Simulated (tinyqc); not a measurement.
Polarisation charge from two barrier thicknesses.

Question. VT = phiB - dEc - q sigma d/(eps0 eps_r). Find sigma, phiB - dEc and the thickness at which VT = 0.

Parameters, values chosen for the exercise: relative permittivity of barrier and channel eps_r = 9.2.

Constants: q = 1.602176634e-19 C, eps0 = 8.8541878128e-14 F/cm where lengths are in cm. Results are converted to the units shown.

VT for d = 15 and 25 nm (V): -4.5842818  -8.1723097

Answer. VT is linear in d.

sigma = 1.824e13 cm^-2
phiB - dEc = 0.7978 V
thickness for VT = 0 = 2.223 nm

Numbers from tinyqc (`OMP_NUM_THREADS=1 python tinyqc.py 2570019 2570020 out.jsonl`; about 0.02 s on one thread of a shared Intel Xeon 2.30GHz).
